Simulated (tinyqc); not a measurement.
Ion implantation: universal nuclear stopping, Lindhard-Scharff electronic stopping and a Gaussian range profile: one step, computed by the program tinyqc. Command: `OMP_NUM_THREADS=1 python tinyqc.py 3006306 3006307 out.jsonl implant walk`. One thread of a shared host (Intel(R) Xeon(R) Processor @ 2.30GHz), about 0.05 s of CPU time with the checks.

An ion slows by elastic collisions with screened nuclei and by friction with electrons; channelling is ignored and the target is uniform.

Problem. Anneal. Far from the surface a Gaussian stays Gaussian: sigma^2 = dR_p^2 + 2 D t; peak Q/(sqrt(2 pi) sigma); x_j = R_p + sigma sqrt(2 ln(peak/C_B)).

Inputs (values chosen for the exercise, modelled on carbon ions in silicon): dose Q = 4.8e+13 1/cm^2; background C_B = 4.1e+15 1/cm^3; anneal budget D t = 4.2e-13 cm^2.

Follow-up: anneal.

straggle dR_p = 103.5749 nm

projected range R_p = 339.2465 nm

Give: width sigma; peak after the anneal; x_j after the anneal.

Solution.

width sigma = 104.0 nm

peak after the anneal = 1.842e+18 1/cm^3

x_j after the anneal = 702.7 nm

Caution: the estimates of R_p and dR_p assume mainly nuclear stopping and an ion not much lighter than the target; here they are rough, and for light ions in heavy targets the straggle can be low by a factor of two or more.
